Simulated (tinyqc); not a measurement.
Schottky barrier with interface states (Cowley-Sze model), image lowering and contact resistance: one step, computed by the program tinyqc. Command: `OMP_NUM_THREADS=1 python tinyqc.py 3000876 3000877 out.jsonl pinning walk`. One thread of a shared host (Intel(R) Xeon(R) Processor @ 2.30GHz), about 0.01 s of CPU time with the checks.

An n-type semiconductor under a metal. The barrier lies between the Schottky-Mott limit phi_M - chi and the Bardeen limit E_g - E_n, E_n being the neutrality level of the interface states; the space-charge term of the full Cowley-Sze expression is left out.

Problem. Tunnelling scale and contact resistivity. A* = 4 pi e m_e M_c k_B^2/h^3 (a simple valley count); J_s = A* T^2 exp(-phi/k_B T). E_00 = (e hbar/2) sqrt(N/(m_e eps_s eps_0)), E_0 = E_00 coth(E_00/k_B T); scaling form of the contact resistivity rho_c = (k_B/(e A* T)) exp(phi_B/E_0), which is the thermionic result when E_00 << k_B T and keeps only the leading exponential of tunnelling when E_00 >> k_B T; image lowering is left out of it.

Inputs (values chosen for the exercise, with gap, mass and screening modelled on CdS): dielectric constant eps_s = 8.42; electron mass m_e = 0.208 m_0; valleys M_c = 1; donor density N = 5.5e+16 cm^-3; temperature T = 300 K.

Pinning factor from: interface states.

barrier phi_B = 1.275825 eV

Constants: k_B = 8.617333262e-05 eV/K; hbar = 1.054571817e-34 J s; m_0 = 9.1093837015e-31 kg; eps_0 = 8.8541878128e-12 F/m; e = 1.602176634e-19 C; k_B = 1.380649e-23 J/K; h = 6.62607015e-34 J s.

Give: E_00; E_00/k_B T; E_0; contact resistivity rho_c.

Solution.

E_00 = 0.0032902 eV

E_00/k_B T = 0.12727

E_0 = 0.025991 eV

contact resistivity rho_c = 2.3896e+13 ohm cm^2

With the usual bounds 0.5 and 5 on E_00/k_B T the regime is thermionic emission; so large a rho_c means a blocking contact.
